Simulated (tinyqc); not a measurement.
Photoconductance decay in a wafer: bulk and surface recombination modes, and iron detection by pair splitting: one step, computed by the program tinyqc. Command: `OMP_NUM_THREADS=1 python tinyqc.py 3113383 3113384 out.jsonl pcd walk`. One thread of a shared host (Intel(R) Xeon(R) Processor @ 2.30GHz), about 0.01 s of CPU time with the checks.

Both faces of the wafer have the same S; injection is low and all coefficients are constant. x runs from -W/2 to W/2.

Task: Decay rates of the even modes. Even modes cos(a x) obey b tan b = S W/(2 D) with b = a W/2, odd modes sin(a x) obey -b cot b = S W/(2 D); each decays at the rate 1/tau_b + D a^2.

Inputs (values chosen for the exercise, modelled on p-type silicon): thickness W = 300 micrometre; diffusivity D = 31.2 cm^2/s; bulk lifetime tau_b without iron = 2500 microsecond; surface recombination velocity S = 130 cm/s.

Give: the table «The first four even modes: b, surface rate and decay time» with the columns b_n, surface rate D a^2 (1/s), decay time (microsecond), for n = 0, 1, 2, 3.

Result:

The first four even modes: b, surface rate and decay time:
```
n    b_n  surface rate D a^2 (1/s)  decay time (microsecond)
0  0.247                 8.489e+03                 1.125e+02
1  3.161                 1.386e+06                 7.214e-01
2  6.293                 5.492e+06                 1.821e-01
3  9.431                 1.233e+07                 8.107e-02
```
